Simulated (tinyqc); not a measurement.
Inside a calculation: pair of shallow donors (hydrogen-like orbitals). Values are carried at full precision from step to step, so a last printed digit may differ when a step is redone from the rounded ones.

Each donor has the orbital exp(-r/a); energy unit Ha* = q/(eps a), q = e^2/(4 pi eps0), so that a lone donor is bound by Ha*/2; x = R/a. One electron: S = (1 + x + x^2/3) exp(-x), j = 1/x - (1 + 1/x) exp(-2x), k = (1 + x) exp(-x); levels E(+/-) = -1/2 - (j +/- k)/(1 +/- S) in Ha*, without the repulsion of the ions, split by D = |E(-) - E(+)|.

Constants: e^2/(4 pi eps0) = 14.39964547 eV angstrom; hbar = 6.58211957e-16 eV s.

Values chosen for the exercise (near those of two donors in GaN; not measured data): a = 23.8 angstrom (orbital radius); eps = 9.4 (dielectric constant); R = 66 angstrom (separation); dV = 0.29 D (detuning between the donors, in units of D).

## Distance and integrals

Give Ha*, R, x, S, j, k.

Ha* = 64.365 meV
R = 66.00 angstrom
x = 2.7731

S, j, k: 0.39582  0.35530  0.23570

## One electron on two donors

Give both levels, the splitting D = |E(-) - E(+)| and the tunnelling frequency D/(2 pi hbar).

E(+), E(-) (meV): -59.434  -44.924

D = 14.51 meV
frequency = 3509 GHz

The second ion deepens the mean level by 20.00 meV, against Ha*/x = 23.21 meV for a point charge.

## Detuning by a gate

Two-level picture for one electron: with detuning u = dV D the splitting is sqrt(D^2 + u^2) and the lower state has weight (1 + u/sqrt(D^2 + u^2))/2 on the lower donor; the field needed is u/(e R), 1 meV/angstrom = 100 kV/cm.

splitting = 15.11 meV
weight = 0.639
field = 6.38 kV/cm

## Two electrons and exchange

Two electrons, Heitler-London: with S' = (1 - x + x^2/3) exp(x), C = 1/x - exp(-2x)(1/x + 11/8 + 3x/4 + x^2/6), X = (1/5){exp(-2x)(25/8 - 23x/4 - 3x^2 - x^3/3) + (6/x)[S^2 (0.5772157 + ln x) + S'^2 Ei(-4x) - 2 S S' Ei(-2x)]}, Q = C - 2j + 1/x and A = X - 2 S k + S^2/x, the singlet and triplet lie at (Q +/- w A)/(1 +/- w S^2) from two lone donors, with the valley weight w = 1 (one valley); the exchange is J = triplet - singlet.

Give C, X, Q, A and J.

C, X, Q, A (Ha*): 0.3407  0.07727  -0.009271  -0.05282

J = 6.78e+03 micro-eV

A swap of the two spins takes pi hbar/J = 0.000305 ns (hbar = 6.58212e-16 eV s). Against the one-electron splitting D = 14.5 meV, J/D = 0.47: exchange needs both electrons to tunnel and falls as exp(-2x), D as exp(-x).

## Checks

- Heitler-London binding at x = 1.6425 against the known 0.1160 hartree: both 0.1160.
- Overlap S by quadrature in spheroidal coordinates against the formula: both 0.39582.

(tinyqc, `OMP_NUM_THREADS=1 python tinyqc.py 1281537 1281538 out.jsonl`, Intel(R) Xeon(R) Processor @ 2.30GHz, 1 thread, shared host, about 0.01 s.)
